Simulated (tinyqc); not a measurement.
Global model of a low-pressure process discharge: electron temperature, density, ion flux and ion energy: one step, computed by the program tinyqc. Command: `OMP_NUM_THREADS=1 python tinyqc.py 3113551 3113552 out.jsonl plasma walk`. One thread of a shared host (Intel(R) Xeon(R) Processor @ 2.30GHz), about 0.01 s of CPU time with the checks.

Maxwellian electrons with temperature T_e in eV, one positive ion, no negative ions, uniform bulk density n; rate constants have the Arrhenius form.

Task: Biased electrode. All bias power goes to ions: V_b = P_b/(J pi r^2). Debye length at the sheath edge lambda_D = sqrt(eps_0 T_e/(e h_L n)); Child-law sheath s = (sqrt2/3) lambda_D (2 V/T_e)^(3/4), V = V_b + V_s; ion transit time tau_i = 3 s sqrt(M/(2 e V)); collisions in the sheath s/lambda_i.

Inputs (values chosen for the exercise, of the order of those of an inductive discharge in a simple atomic gas): ion mass M = 40 u; gas temperature T_g = 600 K; bias power P_b = 35 W; radius of the biased electrode = 15 cm; bias frequency = 0.4 MHz.

ion current density J = 2.520259 mA/cm^2

T_e = 4.719350 eV

h_L = 0.3946995

plasma density n = 1.181208e+11 1/cm^3

wall potential V_s = 22.08462 V

ion mean free path = 2.689576 cm

Constants: eps_0 = 8.8541878128e-12 F/m; e = 1.602176634e-19 C; u = 1.6605390666e-27 kg.

Give: bias voltage V_b; lambda_D; sheath width s; ion transit time; transit time over bias period; s/lambda_i.

Result:

bias voltage V_b = 19.647 V

lambda_D = 74.793 micrometre

sheath width s = 0.30406 mm

ion transit time = 64.289 ns

transit time over bias period = 0.025716

s/lambda_i = 0.011305

Ions cross within a small part of a period and sample the instantaneous voltage: a broad, two-peaked energy distribution. The sheath is nearly free of collisions.
